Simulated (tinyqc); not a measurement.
## MESFET, gradual channel with velocity saturation: effect of the gate length on saturation

A uniformly doped n-type channel, depleted from the top by a Schottky gate; at channel potential V the depleted share of a is u = sqrt((Vbi - Vg + V)/Vp), s at the source. Electrons drift with v = mu E/(1 + mu E/vsat). Abrupt depletion edge, no series resistance, source at 0.

Vbi = phiB - Vt ln(Nc/Nd); Vp = q Nd a^2/(2 eps0 eps_r); G0 = q mu Nd a W/L; Z = mu Vp/(vsat L); s = sqrt((Vbi - Vg)/Vp). I = (G0 Vp/3) F/(1 + Z (u^2 - s^2)), F = 3 (u^2 - s^2) - 2 (u^3 - s^3), with u at V = Vd; Z = 0 gives constant mobility, for which u stops at 1. The current peaks at u = um, the root of (1 - u)(1 + Z (u^2 - s^2)) = Z F/3; beyond Vdsat = Vp (um^2 - s^2) it is held at that value. gm = G0 (um - s)/(1 + Z (um^2 - s^2)).

Inputs (values chosen for the exercise); material values close to those of gallium arsenide: temperature T = 325 K; relative permittivity of the semiconductor eps_r = 13.1; conduction-band density of states at T Nc = 4.93e17 cm^-3; donor density of the channel Nd = 3.7e16 cm^-3; channel thickness a = 240 nm; low-field mobility at this doping mu = 4300 cm^2/(V s); saturation velocity vsat = 8.7e6 cm/s; gate width W = 300 um; Schottky barrier phiB = 0.91 V; gate voltage Vg = 0 V.

Constants: q = 1.602176634e-19 C, kB = 1.380649e-23 J/K, Vt = kB T/q, eps0 = 8.8541878128e-14 F/cm where lengths are in cm. Results are converted to the units shown.

Effect of the gate length on saturation:
```
L (um)       Z      um  Vdsat (V)  Isat (mA)  Isat for Z = 0 (mA)  gm (mS)
0.1      72.75  0.8121     0.1332      6.978                136.4    13.98
0.21     34.64  0.8329     0.1837      6.205                64.94    12.91
0.45     16.17  0.8593     0.2494      5.225                30.30    11.45
0.97     7.500  0.8898     0.3280      4.091                14.06    9.600
2.1      3.464  0.9215     0.4125      2.914                6.494    7.416
4.4      1.653  0.9488     0.4875      1.902                3.099    5.242
9.4     0.7739  0.9702     0.5480      1.107                1.451    3.272
20      0.3638  0.9840     0.5879     0.5924               0.6819    1.841
```

Read the table: what changes, and by how much?

As L goes from 0.1 to 20 um, Vdsat rises from 0.133 to 0.588 V, Isat falls from 6.98 to 0.592 mA and gm falls from 14.0 to 1.84 mS. Isat is 0.0512 of the constant-mobility value in the first row and 0.869 in the last. Isat goes as L^(-0.16) between the first two rows and as L^(-0.83) between the last two; constant mobility gives 1/L, and short gates gain less because the velocity is capped. For L = 0.1 to 0.45 um the gate is shorter than 2 a, outside the gradual-channel approximation.

Program tinyqc, `OMP_NUM_THREADS=1 python tinyqc.py 2500053 2500054 out.jsonl`; Intel Xeon 2.30GHz, shared host, one thread, about 0.05 s.
